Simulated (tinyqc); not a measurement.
From results back to parameters: six-band Luttinger-Kohn model with strain. Three cases, with inputs chosen for the exercise.

Problem. A layer on a (001) face has exx = eyy = e_par and ezz = -2 (C12/C11) e_par. Its valence edges are E(HH) = -P - Q and E(LH), E(SO) = -P + (Q - Dso +/- sqrt(Dso^2 + 2 Dso Q + 9 Q^2))/2 with P = -av tr(e), Q = -(b/2)(exx + eyy - 2 ezz), counted from the unstrained top.

Find: ezz; P; Q; av; b.

Method. The three edges add up to -3 P - Dso, which gives P; E(HH) then gives Q; av = -P/tr(e) and b = -Q/(e_par - ezz).

Case 1.

Values chosen (near those of Ge; the results hold for these values, not for the real material): Dso = 0.291 eV (spin-orbit splitting); C11 = 129.1 GPa; C12 = 48.3 GPa; e_par = 0.0064 (in-plane strain of a (001) layer).

E(HH), E(LH), E(SO) (eV): -0.0184541  0.0431042  -0.2860889

Solution.

ezz = -0.004789
P = -0.00985 eV
Q = 0.02831 eV
av = 1.23 eV
b = -2.53 eV

Case 2.

Values chosen (near those of GaSb; the results hold for these values, not for the real material): Dso = 0.783 eV (spin-orbit splitting); C11 = 88.6 GPa; C12 = 39.6 GPa; e_par = -0.0172 (in-plane strain of a (001) layer).

E(HH), E(LH), E(SO) (eV): 0.0503917  -0.0693342  -0.8102878

Solution.

ezz = 0.015375
P = 0.01541 eV
Q = -0.06580 eV
av = 0.81 eV
b = -2.02 eV

Case 3.

Values chosen (near those of InSb; the results hold for these values, not for the real material): Dso = 0.769 eV (spin-orbit splitting); C11 = 65.3 GPa; C12 = 36.5 GPa; e_par = 0.0057 (in-plane strain of a (001) layer).

E(HH), E(LH), E(SO) (eV): -0.0210767  0.0261238  -0.7684661

Solution.

ezz = -0.006372
P = -0.00186 eV
Q = 0.02294 eV
av = 0.37 eV
b = -1.90 eV

Computed by tinyqc, one run a case: `OMP_NUM_THREADS=1 python tinyqc.py N N+1 out.jsonl` with N = 1050329, 1050333, 1050352; one thread of a shared Intel(R) Xeon(R) Processor @ 2.30GHz, about 0.06 s a run at most.
